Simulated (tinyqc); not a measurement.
Spreading the carriers over a thicker layer: defect, radiative and Auger recombination at equal electron and hole densities (ABC model).

J/(e d) = Ae n + B n^2 + C n^3 with Ae = A + 4 S/w (four side walls, carriers spread evenly), e = 1.602176634e-19 C, lengths in cm; internal efficiency IQE = B n^2/(Ae n + B n^2 + C n^3); all injected carriers recombine in the layer.

Parameters, chosen for this exercise (orders of magnitude like those quoted for InGaAs; not measured data): A = 6000000 1/s (defect rate); B = 1.3e-10 cm^3/s (radiative coefficient); C = 7.7e-29 cm^6/s (Auger coefficient); S = 0 cm/s (recombination velocity of the side walls); w = 5.2 micrometre (side of the square mesa); d = 32 nm (active thickness); J = 51 A/cm^2 (current density).

d is multiplied by the factor listed, at the same J.

Results:

| factor | n (1/cm^3) | defect | radiative | Auger |
|---|---|---|---|---|
| 0.10 | 1.89e+18 | 0.0114 | 0.467 | 0.522 |
| 0.20 | 1.43e+18 | 0.0172 | 0.533 | 0.450 |
| 0.50 | 9.71e+17 | 0.0293 | 0.616 | 0.354 |
| 1.0 | 7.17e+17 | 0.0432 | 0.672 | 0.285 |
| 2.0 | 5.23e+17 | 0.0631 | 0.715 | 0.222 |
| 5.0 | 3.38e+17 | 0.102 | 0.748 | 0.150 |
| 10 | 2.39e+17 | 0.144 | 0.749 | 0.106 |
| 20 | 1.67e+17 | 0.201 | 0.727 | 0.0718 |

What does the comparison show, and why?

The best factor listed is 10 (IQE 0.7493); the optimum factor equals J/J_peak = 7.38, a layer of 236 nm, since only J/d matters and the peak value 0.751 does not depend on d. A thicker layer trades Auger loss (0.522 to 0.0718) for defect loss (0.0114 to 0.201).

Run: tinyqc, `OMP_NUM_THREADS=1 python tinyqc.py 1680443 1680444 out.jsonl`; Intel(R) Xeon(R) Processor @ 2.30GHz, one thread, shared host; about 0.01 s of CPU time with all checks.
